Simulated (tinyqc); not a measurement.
Bias-temperature instability, empirical power law with universal recovery: one step of the calculation.

Threshold-voltage shift at the end of a stress: dV = A (V/V0)^g exp[-(Ea q/kB)(1/T - 1/T0)] (t/1 s)^n. After a delay tr the permanent share pp stays and the rest falls by r = 1/(1 + B (tr/t)^be). An empirical model: its parameters are fits, not properties.

Task. What a delayed measurement sees. At V0 and T0, measured shift = dV [pp + (1 - pp) r]; the apparent exponent is the slope of ln(shift) against ln t between the first and last point.

Values chosen for this exercise:
```
symbol  value  unit                                  meaning
V0        1.8     V                 reference stress voltage
T0        373     K                    reference temperature
A          18    mV             shift after 1 s at V0 and T0
n        0.17                                  time exponent
g         4.6                               voltage exponent
Ea       0.11    eV  apparent activation energy of the shift
pp       0.19                                permanent share
B         2.3                                 recovery scale
be        0.2                            recovery dispersion
tr        0.1     s             delay before the measurement
```

Constants: q = 1.602176634e-19 C, kB = 1.380649e-23 J/K. Results are converted to the units shown.

t, point 0 to 2 (s): 10  100  1000

Wanted: dV; share left; measured; apparent n.

Result.

```
point  dV (mV)  share left  measured (mV)
0       26.624     0.61283         16.316
1       39.380     0.70339         27.699
2       58.247     0.78361         45.643
```

apparent n = 0.22338

The delay hides 21.6 % of the last shift and raises the exponent from 0.17 to 0.223, since short stresses recover by a larger share.

Program tinyqc, `OMP_NUM_THREADS=1 python tinyqc.py 2070118 2070119 out.jsonl`; Intel Xeon 2.30GHz, shared host, one thread, about 0.01 s.
